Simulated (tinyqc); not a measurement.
Cylindrical quantum wire, step by step. Values are carried at full precision from step to step, so a last printed digit may differ when a step is redone from the rounded ones.

With hard walls E = c (x/R)^2/mw, x a zero of J_m: (1,0) 2.404826; (2,0) 5.520078; (1,1) 3.831706; (2,1) 7.015587; (1,2) 5.135622; (2,2) 8.417244; (1,3) 6.380162; (2,3) 9.761023.

Constants: hbar^2/2m0 = 3.80998211 eV angstrom^2.

Inputs chosen for the exercise (near those of a GaAs wire in AlGaAs; shifted at random, so the results belong to these values and not to a real crystal): R = 100 angstrom (radius); mw = 0.0689 m0 (mass inside); V0 = 0.292 eV (barrier height); mb = 0.0969 m0 (mass outside); E = 0.0212 eV (trial energy).

## Hard-wall levels

The six lowest of these, with their orbital degeneracy; c = hbar^2/2m0.

Hard walls:
```
state  degeneracy       x  E (eV)
(1,0)           1  2.4048  0.0320
(1,1)           2  3.8317  0.0812
(1,2)           2  5.1356  0.1458
(2,0)           1  5.5201  0.1685
(1,3)           2  6.3802  0.2251
(2,1)           2  7.0156  0.2722
```

The ballistic conductance steps are 2, 4, 4, 2 e^2/h as EF passes the first four edges (spin included, one valley). The real barrier, V0 = 0.292 eV, lowers all of them.

## The matching condition at a trial energy

A cylinder of radius R, isotropic masses, c = hbar^2/2m0, k = sqrt(mw E/c), kappa = sqrt(mb (V0 - E)/c). State (n, m) is J_m(k r) inside and K_m(kappa r) outside; psi and psi'/m are continuous: (k/mw) J_m'(kR)/J_m(kR) = (kappa/mb) K_m'(kappa R)/K_m(kappa R).

Both sides for the lowest state, with J_0' = -J_1 and K_0' = -K_1.

k R = 1.9580
kappa R = 8.2990
left side = -0.6631 1/angstrom
right side = -0.9067 1/angstrom

The left side falls with E and the right side rises; here the left is the larger, so the level lies above the trial energy.

## Bound levels

All roots below V0 for angular numbers 0 to 3, two each at most; the last column is the ratio to the hard-wall level.

Finite barrier:
```
state  degeneracy  E (eV)     k R  E/E(hard)
(1,0)           1  0.0235  2.0600      0.734
(1,1)           2  0.0595  3.2789      0.732
(1,2)           2  0.1063  4.3848      0.729
(2,0)           1  0.1229  4.7138      0.729
(1,3)           2  0.1629  5.4268      0.723
(2,1)           2  0.1963  5.9584      0.721
(2,2)           2  0.2749  7.0513      0.702
```

7 levels of these are bound; the lowest reaches 73 % of its hard-wall value.

## Checks

- Lowest level by radial finite differences against the matching condition, eV: both 0.0235.

tinyqc: `OMP_NUM_THREADS=1 python tinyqc.py 1280634 1280635 out.jsonl`; about 0.02 s, one thread, shared Intel(R) Xeon(R) Processor @ 2.30GHz.
